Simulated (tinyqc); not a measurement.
CMOS latch-up, two-transistor model: one step of the calculation.

A parasitic pnp (emitter at Vdd, base shunted by Rw) and npn (emitter at ground, base shunted by Rs) feed each other: the npn collector current flows out of the pnp base node, the pnp collector current into the npn base node. Forward-active transistors with constant gains: Icn = Isn exp(Vn/Vt), Icp = Isp (exp(Vp/Vt) - 1). A current Ii is injected into the npn base node.

Problem. The off branch. Node equations: Vp/Rw + Icp/bp = Icn and Vn/Rs + Icn/bn = Icp + Ii. Loop gain G = gn gp/[(1/Rw + gp/bp)(1/Rs + gn/bn)], gn = Icn/Vt, gp = (Icp + Isp)/Vt; the off state ends where G = 1, and Ii there is the trigger current. For each Vn: Icn, then Vp from the first equation, then Ii from the second.

Values chosen for this exercise; values close to those of bulk CMOS: temperature T = 325 K; current gain of the npn bn = 17.3; current gain of the pnp bp = 4.1; saturation current of the npn at T Isn = 3.2e-14 A; saturation current of the pnp at T Isp = 2.2e-13 A; substrate resistance shunting the npn Rs = 110 ohm; well resistance shunting the pnp Rw = 460 ohm; current injected into the substrate Ii = 4.74 mA.

Constants: q = 1.602176634e-19 C, kB = 1.380649e-23 J/K, Vt = kB T/q. Results are converted to the units shown.

Vn, point 0 to 7 (V): 0.48  0.56  0.61  0.64  0.66  0.68  0.695  0.71

Wanted: Icn; Vp; Icp; Ii; G.

Solution.

```
point  Icn (mA)    Vp (V)   Icp (mA)  Ii (mA)          G
0      8.882e-4  4.086e-4  3.233e-12    4.364  1.279e-11
1       0.01546  0.007109  6.358e-11    5.092  2.817e-10
2       0.09214   0.04238  7.792e-10    5.551   5.817e-9
3        0.2689    0.1237   1.801e-8    5.834   2.980e-7
4        0.5493    0.2527   1.821e-6    6.032   5.738e-5
5         1.122    0.5137    0.02037    6.226      1.086
6         1.917    0.6438      2.119    4.310      19.24
7         3.274    0.6787      7.375  -0.7314      29.25
```

Ii peaks at 6.226 mA, at Vn = 0.6799 V where G = 1; beyond it the loop feeds itself.

Computed by the program tinyqc: `OMP_NUM_THREADS=1 python tinyqc.py 2670009 2670010 out.jsonl`, one thread of a shared Intel Xeon 2.30GHz, about 0.04 s for the whole run.
